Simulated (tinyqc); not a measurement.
Transfer length from front and end resistance.

Question. A contact of length d and width W has Rc = (Rsh Lt/W) coth(d/Lt) and Re = (Rsh Lt/W)/sinh(d/Lt), with Rsh the sheet resistance under the metal and Lt = sqrt(rc/Rsh). Find Lt, Rsh and rc.

Inputs (values chosen for the exercise):
```
symbol,value,unit,meaning
d,0.44,um,contact length
W,69,um,contact width
```

Rc = 21.005436 ohm
Re = 20.623998 ohm

Solution. Rc/Re = cosh(d/Lt) gives Lt, and Re then gives Rsh.

Lt = 2.291 um
Rsh = 120.0 ohm/sq
rc = 6.300e-6 ohm cm^2

tinyqc, about 0.01 s, one thread, Intel Xeon 2.30GHz (shared host): `OMP_NUM_THREADS=1 python tinyqc.py 2760137 2760138 out.jsonl`
